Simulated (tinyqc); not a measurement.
# CMOS inverter, nodal equation and switching, step by step

Numbers from tinyqc (`OMP_NUM_THREADS=1 python tinyqc.py 2340083 2340084 out.jsonl`; about 0.03 s on one thread of a shared Intel Xeon 2.30GHz). Printed values are rounded.

An n-channel pull-down (bn, VTn) and a p-channel pull-up (bp, VTp) share the input Vin and the output node Vout, which carries the load C. Transistor (EKV form, voltages against the body): I = 2 n b Vt^2 [F(vp - Vs) - F(vp - Vd)] from drain to source, F(v) = ln^2(1 + exp(v/(2 Vt))), vp = (Vg - VT + sg |Vd - Vs|)/n. n-channel bodies are at 0; for the p-channel device all voltages are counted down from Vdd. b in uA/V^2 gives I in uA. Static: In = Ip. Transient: C dVout/dt = Ip - In. No velocity saturation, no gate capacitance beyond C.

Parameters, values chosen for the exercise:
- T = 300 K (temperature)
- Vdd = 0.8 V (supply voltage)
- n = 1.11 (slope factor)
- sg = 0.102 (drain-induced barrier lowering)
- VTn = 0.42 V (n-channel threshold)
- VTp = 0.34 V (p-channel threshold (magnitude))
- bn = 230 uA/V^2 (gain factor of the pull-down transistor)
- bp = 300 uA/V^2 (gain factor of the pull-up transistor)
- C = 1.5 fF (load capacitance)
- Vin = 0.46 V (input voltage)
- dt = 7 ps (time step)

Constants: q = 1.602176634e-19 C, kB = 1.380649e-23 J/K, Vt = kB T/q. Results are converted to the units shown.

## Iteration 1: output voltage by Newton steps

Vout at the start = 0.4 V

f = In - Ip at (Vin, Vout); G = df/dVout by a central difference with +/- 1e-6 V; Vout(new) = Vout - f/G.

In = 0.903035 uA
Ip = 0.548895 uA
G = 2.76359 uS
Vout after iteration 1 = 0.271855 V

## Iteration 2: output voltage by Newton steps

As before.

In = 0.715443 uA
Ip = 0.716541 uA
G = 2.78996 uS
Vout after iteration 2 = 0.272249 V

## Course of the iteration: output voltage by Newton steps

Stop when Vout changes by less than 1e-9 V, or after 30 iterations.

Course of the iteration:
```
iteration	Vout (V)	|change| (V)
1	0.271855	0.128
2	0.272249	3.94e-4
3	0.272249	1.30e-8
4	0.272249	< 1e-13
```

Converged in 4 iterations. The change falls from 0.13 in the first iteration to below the tolerance in the last.

## Transfer curve

Vin, point 0 to 10 (V): 0  0.08  0.16  0.24  0.32  0.4  0.48  0.56  0.64  0.72  0.8

For each Vin solve In = Ip; gain = dVout/dVin.

```
point	Vout (V)	supply current (uA)	gain
0	0.800000	2.5726e-6	0.0000
1	0.800000	4.1451e-5	0.0000
2	0.799993	6.5166e-4	-0.0003
3	0.799856	0.0093485	-0.0053
4	0.797452	0.10089	-0.0886
5	0.754062	0.58311	-2.0707
6	0.097300	0.68598	-5.7174
7	0.004341	0.13095	-0.1514
8	0.000245	0.012190	-0.0090
9	0.000012	8.4998e-4	-0.0005
10	0.000001	5.4066e-5	0.0000
```

The switching point Vin = Vout lies at 0.4426 V, with a gain of -9.80. The current peaks at 0.686 uA among the points, against 2.6e-6 and 5.4e-5 uA of leakage at the ends.

## Switching point and noise margins

VM solves In = Ip with Vin = Vout. VIL and VIH are the inputs at which the gain is -1; NML = VIL - Vout(VIH), NMH = Vout(VIL) - VIH.

VM = 0.44262 V
gain at VM = -9.8035
VIL = 0.38625 V
VIH = 0.50871 V
NML = 0.35969 V
NMH = 0.26522 V

VM lies 43 mV above Vdd/2, and the low margin is the larger one. With both transistors saturated the size of the gain tends to 1/sg = 9.80; here it is within 0.01 % of that.

## Step 1: one time step of the falling output

Vout at t = 0 = 0.8 V

The input steps to Vdd at t = 0; I = In - Ip. Implicit Euler: V(new) = V - (dt/C) I(V(new)), solved for V(new); 1 ps uA/fF = 1 mV.

I(V) = 22.0771 uA
I(V(new)) = 21.1260 uA
Vout after step 1 = 0.701412 V

## Step 2: one time step of the falling output

As before.

I(V) = 21.1260 uA
I(V(new)) = 20.2347 uA
Vout after step 2 = 0.606984 V

## Delays and energy

For a step input the delay to Vdd/2 is tHL = C times the integral of dV/(In - Ip) from Vdd/2 to Vdd at Vin = Vdd, and tLH likewise with Ip - In from 0 to Vdd/2 at Vin = 0. Energy drawn for one full cycle of the output: C Vdd^2. Leakage power: Vdd times the mean of the supply currents at Vin = 0 and Vdd.

tHL = 29.8243 ps
tLH = 16.4109 ps
energy = 0.96 fJ
leakage power = 0.0226554 nW

Time steps as above cross Vdd/2 at 30.5 ps by linear interpolation, 2.4 % above tHL. tLH/tHL = 0.550, with bn/bp = 0.767.
